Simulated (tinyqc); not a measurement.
## Schottky emission and Poole-Frenkel conduction in an insulator, and how to tell them apart: effect of temperature

Schottky emission (electrode-limited): J = As T^2 exp[-(pb - b sqrt(F))/Vt], b = sqrt(q/(4 pi eps0 ei)). Poole-Frenkel emission (bulk-limited): J = s0 F exp[-(pt - 2 b sqrt(F))/Vt]. F in V/cm.

Both formulas at the same field.

Parameters, values chosen for the exercise; dielectric values close to those of hafnium oxide:

| symbol | value | unit | meaning |
|---|---|---|---|
| ei | 4.04 |  | high-frequency relative permittivity |
| pt | 1.11 | eV | trap depth |
| s0 | 0.019 | S/cm | Poole-Frenkel prefactor |
| pb | 1.08 | eV | electrode barrier |
| As | 58 | A/(cm^2 K^2) | Richardson constant |
| F | 0.9 | MV/cm | field |

Constants: q = 1.602176634e-19 C, kB = 1.380649e-23 J/K, Vt = kB T/q, eps0 = 8.8541878128e-14 F/cm where lengths are in cm. Results are converted to the units shown.

Effect of temperature:
```
T (K)	J, Schottky (A/cm^2)	J, Poole-Frenkel (A/cm^2)	ratio
225	1.944e-14	2.475e-13	0.07852
260	1.351e-11	4.576e-11	0.2952
300	3.831e-9	4.013e-9	0.9546
340	2.968e-7	1.228e-7	2.417
380	9.436e-6	1.829e-6	5.158
420	1.584e-4	1.629e-5	9.722
475	0.003616	1.805e-4	20.04
```

The Schottky current grows by 11.3 decades and the Poole-Frenkel current by 8.86, as their lowered barriers are 0.901 and 0.752 eV. A tunnelling current would hardly change over this range.

Program tinyqc, `OMP_NUM_THREADS=1 python tinyqc.py 2370078 2370079 out.jsonl`; Intel Xeon 2.30GHz, shared host, one thread, about 0.01 s.
